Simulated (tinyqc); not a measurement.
Wider gaps screen less: band offset of a heterojunction with an interface dipole (two-band chains, self-consistent charge).

Sites alternate A, C. Left: A at -G1/2, C at +G1/2, hopping -t1; right: A at D - G2/2, C at D + G2/2, hopping -t2; the bonds across the two interfaces of a ring (C left to A right, C right to A left) have -sqrt(t1 t2). D is the offset of the mid-gaps, so Ev(right) - Ev(left) = D - (G2 - G1)/2 and Ec(right) - Ec(left) = D + (G2 - G1)/2. The closing bond has its sign reversed (antiperiodic ring). Half the levels are filled with two electrons each. The charge moved is q = (electrons on the left) less one a site; the mean over the two interfaces, q/2, is taken as the charge that crosses each, and its dipole opposes the offset: D = D0 - u q/2.

From here on the ring has 24 cells a side.

Values chosen for the exercise (gaps near those of InGaAs and InP; the chains and D0 are free models, so the offsets are not those of the real pair; the results hold for these values, not for the real material): G1 = 0.78 eV (gap on the left); t1 = 2.68 eV (hopping on the left); t2 = 2.78 eV (hopping on the right); u = 4.6 eV (potential step per electron moved across).

G2 is varied. chi = (q(+0.01) - q(-0.01))/0.02 at D = 0, S = 1/(1 + u chi/2).

Against G2:
```
G2 (eV)  chi (1/eV)       S
0.7         0.71143  0.3793
1.1         0.56501  0.4349
1.5         0.47146  0.4798
2.3         0.35487  0.5506
3.4         0.26184  0.6241
5.5         0.16535  0.7245
7.0         0.12472  0.7771
9.0         0.08855  0.8308
```

chi falls from 0.7114 to 0.0885 1/eV, a factor 8.0, and S rises from 0.379 to 0.831: charge crosses through the tails of states that tunnel into the other gap, and these shorten as the gap widens. u is kept fixed, though a wider gap also screens less and would raise it.

(tinyqc, `OMP_NUM_THREADS=1 python tinyqc.py 1451315 1451316 out.jsonl`, Intel(R) Xeon(R) Processor @ 2.30GHz, 1 thread, shared host, about 0.6 s.)
